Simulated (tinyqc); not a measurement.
Square on-chip spiral inductor, lumped pi model: one step of the calculation.

Outer diameter do = di + 2 n wd + 2 (n - 1) sp, mean da = (do + di)/2, fill p = (do - di)/(do + di), length l = 4 n da. L = 2.34 mu0 n^2 da/(1 + 2.75 p), mu0 = 4 pi 1e-7 H/m. Rs = rho l/(wd delta (1 - exp(-th/delta))), delta = sqrt(rho/(pi f mu0)). Cs = n wd^2 eps0 eo/hu across the coil. At each end Cox = l wd eps0 eo/(2 ho) leads to the substrate branch Rsi = 2 rs he/(l wd) in parallel with Csi = l wd eps0 11.7/(2 he). With one end grounded Y = 1/(Rs + i w L) + i w Cs + 1/[1/(i w Cox) + 1/(1/Rsi + i w Csi)], w = 2 pi f; Q = -Im Y/Re Y. Eddy currents in neighbouring turns and in the substrate are left out.

Problem. Geometry and model elements. do, l, L, delta, Rs, Cs, Cox, Rsi and Csi as defined.

Values chosen for this exercise; values of the order met in silicon radio-frequency processes:

| symbol | value | unit | meaning |
|---|---|---|---|
| n | 5.5 |  | number of turns |
| wd | 15 | um | line width |
| sp | 1.5 | um | space between turns |
| di | 80 | um | inner diameter |
| th | 2 | um | metal thickness |
| rho | 1.9 | uohm cm | metal resistivity |
| ho | 6.6 | um | oxide below the coil |
| hu | 1 | um | oxide between coil and underpass |
| eo | 4.1 |  | relative permittivity of the oxide |
| rs | 20 | ohm cm | substrate resistivity |
| he | 80 | um | effective spreading depth in the substrate |
| f | 1.2 | GHz | frequency |

Constants: eps0 = 8.8541878128e-12 F/m. Results are converted to the units shown.

Wanted: do; l; L; delta; Rs; Cs; Cox; Rsi; Csi.

Solution.

do = 258.5 um
l = 3724 um
L = 6.145 nH
delta = 2.003 um
Rs = 3.729 ohm
Cs = 44.92 fF
Cox = 153.6 fF
Rsi = 572.9 ohm
Csi = 36.16 fF

Program tinyqc, `OMP_NUM_THREADS=1 python tinyqc.py 2302182 2302183 out.jsonl`; Intel Xeon 2.30GHz, shared host, one thread, about 0.01 s.
